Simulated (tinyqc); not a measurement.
Ion-assisted plasma etching: sheath, surface coverage, synergy and aspect-ratio dependence. From one set of inputs to another, one input at a time. Computed by tinyqc, a small Python program. Command: `OMP_NUM_THREADS=1 python tinyqc.py 3021764 3021765 out.jsonl etch ladder`. One thread of a shared host (Intel(R) Xeon(R) Processor @ 2.30GHz), about 0.01 s of CPU time with the checks.

Radicals adsorb on bare sites; ions remove covered sites with a high yield and bare sites by sputtering; a slow spontaneous reaction acts everywhere, walls included.

The inputs printed are set A. Set A is close to those used for silicon in a halogen plasma; the values taken over come from a set close to those used for silicon dioxide in a fluorocarbon plasma. Inputs not listed in the table keep their values of set A, so the rows need not describe a real material.

Inputs (values chosen for the exercise, close to those used for silicon in a halogen plasma):

| quantity | value | unit |
|---|---|---|
| plasma density n_e | 1.6e+11 | 1/cm^3 |
| electron temperature T_e | 3.1 | eV |
| ion mass M_i | 35.5 | u |
| sheath voltage V | 270 | V |
| radical density n | 1.8e+13 | 1/cm^3 |
| radical mass M_n | 35.5 | u |
| gas temperature T_g | 350 | K |
| sticking coefficient s | 0.65 | - |
| radicals per removed unit x | 3 | - |
| yield slope b | 0.33 | eV^(-1/2) |
| threshold E_th | 17 | eV |
| sputter slope b_p | 0.02 | eV^(-1/2) |
| sputter threshold E_p | 29 | eV |
| spontaneous reaction probability k_c | 0.00055 | - |
| solid density N | 5e+22 | 1/cm^3 |
| ion temperature T_i | 0.34 | eV |

Feature: long trench.

Constants: e = 1.602176634e-19 C; u = 1.6605390666e-27 kg; k_B = 1.380649e-23 J/K; eps_0 = 8.8541878128e-12 F/m.

Method:
- Bohm speed u_B = sqrt(e T_e/M_i); ion flux G_i = 0.61 n_e u_B; radical flux G_n = n c/4 with c = sqrt(8 k_B T_g/(pi M_n)).
- Debye length lambda_D = sqrt(eps_0 T_e/(e n_s)) with n_s = 0.61 n_e, T_e in volts; Child-law sheath d = (sqrt2/3) lambda_D (2 V/T_e)^(3/4); ion energy E = V + T_e/2; angular spread = arctan(sqrt(T_i/E)).
- Yields: Y = b (sqrt(E) - sqrt(E_th)) on covered sites, Y_p = b_p (sqrt(E) - sqrt(E_p)) on bare ones (zero below threshold).
- Steady coverage: s G_n (1 - theta) = x Y G_i theta; removal flux = Y G_i theta + Y_p G_i (1 - theta) + k_c G_n; rate = flux/N, 1 cm/s = 6e8 nm/min.
- Lateral rate = k_c G_n/N; anisotropy = 1 - lateral/vertical; synergy = vertical/(ions alone + radicals alone), with ions alone Y_p G_i/N and radicals alone the lateral rate.

Each row keeps all changes above it:

| input moved | from | to | vertical rate (nm/min) | anisotropy | sheath thickness (um) |
|---|---|---|---|---|---|
| set A | - | - | 441.57 | 0.99693 | 946.98 |
| gas temperature T_g (K) | 350 | 500 | 490.59 | 0.99669 | 946.98 |
| yield slope b (eV^(-1/2)) | 0.33 | 0.29 | 470.20 | 0.99655 | 946.98 |
| ion mass M_i (u) | 35.5 | 40 | 457.68 | 0.99646 | 946.98 |
| electron temperature T_e (eV) | 3.1 | 4.4 | 495.10 | 0.99672 | 867.60 |
| radical density n (1/cm^3) | 1.8e+13 | 5.2e+12 | 237.85 | 0.99803 | 867.60 |
| spontaneous reaction probability k_c | 0.00055 | 1.8e-06 | 237.39 | 0.99999 | 867.60 |
| sheath voltage V (V) | 270 | 51 | 130.49 | 0.99999 | 248.59 |

Which inputs carry the difference?

Vertical rate goes from 442 to 130, a factor 0.296 in all. The largest single move comes from radical density n (a factor 0.480), and gas temperature T_g works against it (a factor 1.11). Sheath thickness goes from 947 to 249, a factor 0.263 in all. The largest single move comes from sheath voltage V (a factor 0.287). The single moves hold for this order of the switches; the total does not depend on the order.

Extremes, crossings and ranges named in words are read from the listed rows.
